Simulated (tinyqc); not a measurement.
Worked calculation: CCD on RHF in the 3-21g basis, for H2, spin multiplicity 1. Computed by tinyqc, a small Python program that keeps every step (integrals from PySCF). Settings: charge = 0, multiplicity = 1, basis = 3-21g, method = RHF, energy threshold = 1e-10, iteration cap = 61, orthogonalisation = canonical, start = Wolfsberg-Helmholz matrix, DIIS depth = 6, amplitude equations = CCD, DIIS depth for amplitudes = 0, cap on updates = 75. Command: `OMP_NUM_THREADS=1 python tinyqc.py 30224 30225 out.jsonl` (the two numbers bound the seeds that draw the settings). One thread of a shared host (Intel(R) Xeon(R) Processor @ 2.60GHz), about 0.07 s of CPU time with the checks. The early iterations of the SCF are left out here.

## One-electron integrals

Geometry (angstrom):
```
atom       x       y       z
H     0.0000  0.0000  0.0000
H     0.0000  0.0000  0.8670
```

Basis 3-21g: exponents (1/bohr^2) and contraction coefficients of normalised primitives:
```
element  l (shell)  exponent  coefficient
H            s (1)    5.4472       0.1563
H            s (1)    0.8245       0.9047
H            s (2)    0.1832       1.0000
```

Overlap, kinetic and nuclear-attraction integrals over the contracted functions; the nuclear repulsion is the sum of Za Zb / Rab.

nuclear repulsion = 0.610354 hartree

overlap S:
```
        1H 1s   1H 2s   2H 1s   2H 2s
1H 1s  1.0000  0.6459  0.2936  0.4304
1H 2s  0.6459  1.0000  0.4304  0.7820
2H 1s  0.2936  0.4304  1.0000  0.6459
2H 2s  0.4304  0.7820  0.6459  1.0000
```

kinetic energy T (hartree):
```
        1H 1s   1H 2s   2H 1s   2H 2s
1H 1s  1.5494  0.2932  0.0734  0.1423
1H 2s  0.2932  0.2748  0.1423  0.1797
2H 1s  0.0734  0.1423  1.5494  0.2932
2H 2s  0.1423  0.1797  0.2932  0.2748
```

nuclear attraction V (hartree):
```
         1H 1s    1H 2s    2H 1s    2H 2s
1H 1s  -2.3298  -1.1694  -0.6457  -0.8067
1H 2s  -1.1694  -1.1952  -0.8067  -0.9868
2H 1s  -0.6457  -0.8067  -2.3298  -1.1694
2H 2s  -0.8067  -0.9868  -1.1694  -1.1952
```

core Hamiltonian H = T + V (hartree):
```
         1H 1s    1H 2s    2H 1s    2H 2s
1H 1s  -0.7804  -0.8762  -0.5723  -0.6644
1H 2s  -0.8762  -0.9204  -0.6644  -0.8071
2H 1s  -0.5723  -0.6644  -0.7804  -0.8762
2H 2s  -0.6644  -0.8071  -0.8762  -0.9204
```

## Two-electron integrals

Functions are numbered as in S; the eight-fold symmetry (ij|kl) = (ji|kl) = (kl|ij) leaves the list below.

Two-electron integrals (ij|kl) in chemists' order, unique and non-zero (hartree):
```
(11|11) 1.1401   (21|11) 0.6114   (21|21) 0.3452   (22|11) 0.6264
(22|21) 0.3803   (22|22) 0.4830   (31|11) 0.2641   (31|21) 0.1514
(31|22) 0.1704   (31|31) 0.0896   (32|11) 0.2809   (32|21) 0.1713
(32|22) 0.2166   (32|31) 0.1085   (32|32) 0.1526   (33|11) 0.5945
(33|21) 0.3716   (33|22) 0.4891   (33|31) 0.2641   (33|32) 0.3992
(33|33) 1.1401   (41|11) 0.3992   (41|21) 0.2264   (41|22) 0.2514
(41|31) 0.1085   (41|32) 0.1257   (41|33) 0.2809   (41|41) 0.1526
(42|11) 0.4580   (42|21) 0.2802   (42|22) 0.3628   (42|31) 0.1422
(42|32) 0.1930   (42|33) 0.4580   (42|41) 0.1930   (42|42) 0.2954
(43|11) 0.3716   (43|21) 0.2309   (43|22) 0.3048   (43|31) 0.1514
(43|32) 0.2264   (43|33) 0.6114   (43|41) 0.1713   (43|42) 0.2802
(43|43) 0.3452   (44|11) 0.4891   (44|21) 0.3048   (44|22) 0.4142
(44|31) 0.1704   (44|32) 0.2514   (44|33) 0.6264   (44|41) 0.2166
(44|42) 0.3628   (44|43) 0.3803   (44|44) 0.4830
```

## Orthogonalisation

S = U s U^T; canonical form X = U s^(-1/2), so that X^T S X = 1. Each column of U has its largest component positive (the first on a tie).

eigenvalues of S: 0.1365  0.4342  0.7879  2.6415

X:
```
             1        2        3       4
1H 1s  -0.6771   0.8386   0.7451  0.2715
1H 2s   1.7903  -0.6696   0.2818  0.3400
2H 1s   0.6771   0.8386  -0.7451  0.2715
2H 2s  -1.7903  -0.6696  -0.2818  0.3400
```

## Iteration 8 (converged): orbitals

converged F (hartree):
```
         1H 1s    1H 2s    2H 1s    2H 2s
1H 1s   0.1625  -0.4612  -0.4700  -0.4646
1H 2s  -0.4612  -0.3386  -0.4646  -0.3924
2H 1s  -0.4700  -0.4646   0.1625  -0.4612
2H 2s  -0.4646  -0.3924  -0.4612  -0.3386
```

Diagonalise F' = X^T F X, C = X C', fill 1 alpha and 1 beta electrons from the bottom; D = 2 C_occ C_occ^T. Each column has its largest component positive (the first on a tie).

F' = X^T F X (hartree):
```
         1       2        3        4
1   0.9084  0.0000  -0.5762   0.0000
2   0.0000  0.9912   0.0000   0.0016
3  -0.5762  0.0000   0.7138   0.0000
4   0.0000  0.0016   0.0000  -0.5561
```

orbital energies (hartree): MO1 -0.5561, MO2 0.2267, MO3 0.9912, MO4 1.3954

coefficients C:
```
          MO1      MO2      MO3      MO4
1H 1s  0.2706   0.1320   0.8388  -0.9981
1H 2s  0.3407   1.3710  -0.6693   1.1854
2H 1s  0.2706  -0.1320   0.8388   0.9981
2H 2s  0.3407  -1.3710  -0.6693  -1.1854
```

D after iteration 8:
```
        1H 1s   1H 2s   2H 1s   2H 2s
1H 1s  0.1465  0.1844  0.1465  0.1844
1H 2s  0.1844  0.2321  0.1844  0.2321
2H 1s  0.1465  0.1844  0.1465  0.1844
2H 2s  0.1844  0.2321  0.1844  0.2321
```

## Convergence

Stop when the energy changes by less than 1e-10 hartree and every element of the error matrix X^T (F D S - S D F) X is below 3e-06.

Course of the cycle:
```
iteration  E (hartree)     change  largest element of the error matrix
1            -1.088419          -                             2.54e-01
2            -1.112498  -2.41e-02                             3.73e-02
3            -1.113027  -5.28e-04                             5.19e-05
4            -1.113027  -8.43e-10                             2.16e-05
5            -1.113027  -1.07e-10                             1.37e-05
6            -1.113027  -3.30e-11                             9.99e-06
7            -1.113027  -1.43e-11                             7.87e-06
8            -1.113027  -2.35e-11                             5.53e-09
```

PySCF RHF in the same basis = -1.113027 hartree

Converged in 8 iterations.

## Integrals over molecular orbitals

(pq|rs) = sum C_ip C_jq C_kr C_ls (ij|kl), one index at a time.

one-electron integrals over orbitals h = C^T H C (hartree):
```
         1        2        3       4
1  -1.1673   0.0000  -0.1488  0.0000
2   0.0000  -0.5866   0.0000  0.2000
3  -0.1488   0.0000   0.0084  0.0000
4   0.0000   0.2000   0.0000  0.2696
```

Two-electron integrals over orbitals (pq|rs), unique and non-zero (hartree):
```
(11|11) 0.6111    (21|21) 0.1022    (22|11) 0.4577    (22|22) 0.4162
(31|11) 0.1488    (31|22) 0.0641    (31|31) 0.1049    (32|21) -0.0025
(32|32) 0.0352    (33|11) 0.5438    (33|22) 0.4181    (33|31) 0.1293
(33|33) 0.5075    (41|21) -0.0807   (41|32) -0.0404   (41|41) 0.1186
(42|11) -0.1403   (42|22) -0.0668   (42|31) -0.0811   (42|33) -0.1175
(42|42) 0.0786    (43|21) -0.1116   (43|32) -0.0242   (43|41) 0.1279
(43|43) 0.1654    (44|11) 0.6222    (44|22) 0.4700    (44|31) 0.1880
(44|33) 0.5746    (44|42) -0.1688   (44|44) 0.6974
```

## CCD: starting amplitudes

t_ij^ab = <ij||ab> / (e_i + e_j - e_a - e_b), whose energy is MP2.

Starting amplitudes (spin orbitals 1a, 1b, ...; amplitudes related by a flip of all spins are not repeated):
```
from      to        t
1a 1b  2a 2b  -0.0653
1a 1b  3a 3b  -0.0339
1a 1b  4a 4b  -0.0304
1a 1b  2a 4b   0.0295
```

correlation energy = -0.018582 hartree

## CCD: amplitude update 1

t_ij^ab D_ij^ab are set to the remaining terms of the spin-orbital equations, evaluated with the old amplitudes; for the doubles these are <ij||ab> + 1/2 <ab||ef> t_ij^ef + 1/2 <mn||ij> t_mn^ab + P(ij)P(ab) <mb||ej> t_im^ae + terms in t^2, D the orbital-energy denominators.

Amplitudes after update 1 (spin orbitals 1a, 1b, ...; amplitudes related by a flip of all spins are not repeated):
```
from      to        t
1a 1b  2a 2b  -0.0922
1a 1b  2a 4b   0.0409
1a 1b  3a 3b  -0.0401
1a 1b  4a 4b  -0.0353
```

correlation energy = -0.024418 hartree

## CCD: amplitude update 2

As before.

Amplitudes after update 2 (spin orbitals 1a, 1b, ...; amplitudes related by a flip of all spins are not repeated):
```
from      to        t
1a 1b  2a 2b  -0.1034
1a 1b  2a 4b   0.0453
1a 1b  3a 3b  -0.0410
1a 1b  4a 4b  -0.0358
```

correlation energy = -0.026421 hartree

## CCD: convergence

E_corr = 1/4 sum <ij||ab> t_ij^ab; stop when the norm of the change is below 1e-8.

Course of the amplitude iterations:
```
update  correlation energy (hartree)  norm of the change
0                          -0.018582                   -
1                          -0.024418            6.48e-02
2                          -0.026421            2.57e-02
3                          -0.027165            1.06e-02
4                          -0.027456            4.39e-03
5                          -0.027573            1.83e-03
6                          -0.027622            7.63e-04
7                          -0.027641            3.18e-04
8                          -0.027650            1.32e-04
9                          -0.027653            5.52e-05
10                         -0.027654            2.30e-05
11                         -0.027655            9.57e-06
12                         -0.027655            3.99e-06
13                         -0.027655            1.66e-06
14                         -0.027655            6.92e-07
15                         -0.027655            2.88e-07
16                         -0.027655            1.20e-07
17                         -0.027655            5.00e-08
18                         -0.027655            2.08e-08
19                         -0.027655            8.68e-09
```

Converged amplitudes (spin orbitals 1a, 1b, ...; amplitudes related by a flip of all spins are not repeated):
```
from      to        t
1a 1b  2a 2b  -0.1115
1a 1b  2a 4b   0.0482
1a 1b  3a 3b  -0.0408
1a 1b  4a 4b  -0.0355
```

CCD total energy = -1.140682 hartree

Converged in 19 updates.
